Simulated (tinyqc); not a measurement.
The gap of an alloy series: thresholds of impact ionisation and Auger recombination from band masses.

Parabolic bands, no phonon. At threshold the three slow carriers share one velocity. With M their total mass and m4 the mass of the fast carrier, the fast carrier has the kinetic energy E_T = G M/(M - m4) and the slow ones together E_a = G m4/(M - m4), the activation energy of the Auger rate. CCCH (fast electron): G = Eg, M = 2 me + mh, m4 = me. CHHS (hole into the split-off band): G = Eg - Dso, M = 2 mh + me, m4 = ms; this form holds for Eg > Dso (below, the process needs about Dso - Eg and is marked by a dash). CHHL (hole into the light band): G = Eg, M = 2 mh + me, m4 = ml. CHHH (fast heavy hole): G = Eg, M = 2 mh + me, m4 = mh.

Non-parabolic fast electron: E (1 + alpha E) = c k^2/me with alpha = (1 - me)^2/Eg; the slow carriers stay parabolic, so E_T = Eg + me E_T (1 + alpha E_T)/M, M = 2 me + mh (the root between Eg and 1.9 Eg).

Constants: kB = 8.617333262e-05 eV/K; hc = 1239.841984 eV nm.

Values chosen for the exercise (near those of InSb, gap at low temperature and not tied to T; not measured data):
- Eg = 0.24 eV (gap at Gamma to the s-like level)
- Dso = 0.787 eV (spin-orbit splitting)
- me = 0.0135 m0 (electron mass at Gamma)
- mh = 0.38 m0 (heavy-hole mass)
- ms = 0.109 m0 (split-off mass)
- ml = 0.0152 m0 (light-hole mass)
- T = 250 K (temperature)

Eg is varied with me and ml proportional to it; mh, ms and Dso are kept. E_a of three processes; wavelength hc/Eg.

Results:
```
Eg (eV),wavelength (micrometre),me,CCCH (meV),CCCH non-parabolic (meV),CHHS (meV),CHHL (meV),"log10 exp(-E_a/kT), non-parabolic"
0.072,17.22,0.0040,0.8,1.5,-,0.4,-0.03
0.120,10.33,0.0067,2.1,4.3,-,1.2,-0.09
0.180,6.89,0.0101,4.7,9.8,-,2.7,-0.20
0.300,4.13,0.0169,12.8,27.4,-,7.5,-0.55
0.384,3.23,0.0216,20.7,45.4,-,12.3,-0.91
0.480,2.58,0.0270,31.8,71.7,-,19.3,-1.44
```

Give the missing row, Eg (eV) = 0.240.

Computed row:
```
Eg (eV)  wavelength (micrometre)      me  CCCH (meV)  CCCH non-parabolic (meV)  CHHS (meV)  CHHL (meV)  log10 exp(-E_a/kT), non-parabolic
0.240                       5.17  0.0135         8.2                      17.5           -         4.8                              -0.35
```

E_a of CCCH goes nearly as Eg^2 (power 1.97 over the table), as both G and me grow; the non-parabolic value goes with the power 2.02, and its Boltzmann factor spans 1.4 decades; rows with E_a far above kT are formal, since phonon-assisted processes and side valleys rule there. All rows have Eg below Dso = 0.787 eV; the nearest is 0.31 eV from the CHHS resonance.

tinyqc: `OMP_NUM_THREADS=1 python tinyqc.py 1881261 1881262 out.jsonl`; about 0.01 s, one thread, shared Intel(R) Xeon(R) Processor @ 2.30GHz.
